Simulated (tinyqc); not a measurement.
Precursor delivery by bubblers, mass-transport growth and the solid composition of a III-V alloy: one step, computed by the program tinyqc.

1 sccm = 44.615 micromol/min; 1 torr = 133.322 Pa. The sources decompose fully at the surface.

Task: Bubblers. log10 p_v = a - b/T_bath; molar flow = F x 44.615 x p_v/(p_b - p_v) for a saturated bubbler.

Inputs (values chosen for the exercise, modelled on trimethylgallium (source 1) and trimethylindium (source 2) for the vapour pressures): bath temperature T1 = 259 K; bath temperature T2 = 289 K; bubbler pressure p_b = 600 torr; carrier flow F1 = 3.9 sccm; carrier flow F2 = 110 sccm.

constants a, b of source 1 (log10 torr, K): [8.058, 1703]

constants a, b of source 2 (log10 torr, K): [10.49, 3014]

Give: vapour pressure 1; molar flow 1; vapour pressure 2; molar flow 2.

Result:

vapour pressure 1 = 30.39 torr

molar flow 1 = 9.283 micromol/min

vapour pressure 2 = 1.151 torr

molar flow 2 = 9.430 micromol/min

One kelvin of bath error changes flow 1 by 6.2 % and flow 2 by 8.3 %.
